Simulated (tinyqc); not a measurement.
Gate sheet resistance from two finger widths.

Inverse problem. At low frequency R = Rsh Wf/(3 L) + B/Wf, where B collects the channel and vertical terms. Find Rsh, B and the width of lowest R.

Inputs (values chosen for the exercise): channel length L = 0.23 um.

input resistance of single fingers, contacted at one end, of width 1.4 and 4.4 um (ohm): [87.498965, 53.057971]

Solution. R Wf is a straight line in Wf^2; the minimum of R lies where both terms are equal.

Rsh = 4.400 ohm/square
B = 110.0 ohm um
width of lowest R = 4.153 um

Program tinyqc, `OMP_NUM_THREADS=1 python tinyqc.py 2262031 2262032 out.jsonl`; Intel Xeon 2.30GHz, shared host, one thread, about 0.01 s.
